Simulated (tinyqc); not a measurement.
From results back to parameters: ellipsoidal valleys in the axes of a wafer and a channel. Three cases, with inputs chosen for the exercise.

Problem. A valley whose axis makes az^2 = 0.333333 with the surface normal has 1/mz = az^2/ml + (1 - az^2)/mt and mz md^2 = ml mt^2. Its confinement and density-of-states masses are given, and ml > mt.

Case 1.

mz, md (m0): 0.1059407  0.3010382

Case 2.

mz, md (m0): 0.1102673  0.3073679

Case 3.

mz, md (m0): 0.1117647  0.3133560

Find: ml mt^2; mt; ml.

Solution. Put ml = (mz md^2)/mt^2 into the first relation and solve for mt below (mz md^2)^(1/3), the value at which ml = mt; a scan of that range finds one root.

Case 1.

ml mt^2 = 0.009601
mt = 0.072 m0
ml = 1.852 m0

Case 2.

ml mt^2 = 0.010417
mt = 0.075 m0
ml = 1.852 m0

Case 3.

ml mt^2 = 0.010974
mt = 0.076 m0
ml = 1.900 m0

Computed by tinyqc, one run a case: `OMP_NUM_THREADS=1 python tinyqc.py N N+1 out.jsonl` with N = 1880807, 1880879, 1880890; one thread of a shared Intel(R) Xeon(R) Processor @ 2.30GHz, about 0.01 s a run at most.
